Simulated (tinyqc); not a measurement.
From results back to parameters: six-band hole subbands of a thin body in a field. Five cases, with inputs chosen for the exercise.

Problem. Without spin-orbit coupling the masses along a normal n are the inverse eigenvalues of C(n n^T)/c: 1/(g1 - 2 g2) twice and 1/(g1 + 4 g2) on (001); 1/(g1 - 2 g3) twice and 1/(g1 + 4 g3) on (111); on (110) 1/(g1 + g2 - 3 g3), 1/(g1 - 2 g2) and 1/(g1 + g2 + 3 g3). Three masses were computed from hidden g1, g2, g3.

Case 1.

heavy and light mass on (001) (m0): 0.276243  0.176678

heavy mass on (111) = 0.714286 m0

Case 2.

heavy and light mass on (001) (m0): 0.276243  0.176678

heavy mass on (111) = 0.714286 m0

Case 3.

heavy and light mass on (001) (m0): 0.278552  0.177620

heavy mass on (111) = 0.729927 m0

Case 4.

heavy and light mass on (001) (m0): 0.277778  0.177305

heavy mass on (111) = 0.724638 m0

Case 5.

heavy and light mass on (001) (m0): 0.206612  0.033025

heavy mass on (111) = 0.520833 m0

Find: g1, g2, g3; heaviest mass on (110).

Solution. The inverse masses on (001) differ by 6 g2, which gives g2 and g1; g3 = (g1 - 1/m(111))/2.

Case 1.

g1, g2, g3: 4.30  0.34  1.45

heaviest mass on (110) = 3.45 m0

Case 2.

g1, g2, g3: 4.30  0.34  1.45

heaviest mass on (110) = 3.45 m0

Case 3.

g1, g2, g3: 4.27  0.34  1.45

heaviest mass on (110) = 3.85 m0

Case 4.

g1, g2, g3: 4.28  0.34  1.45

heaviest mass on (110) = 3.70 m0

Case 5.

g1, g2, g3: 13.32  4.24  5.70

heaviest mass on (110) = 2.17 m0

Computed by tinyqc, one run a case: `OMP_NUM_THREADS=1 python tinyqc.py N N+1 out.jsonl` with N = 1282414, 1282461, 1282487, 1282529, 1282540; one thread of a shared Intel(R) Xeon(R) Processor @ 2.30GHz, about 0.5 s a run at most.
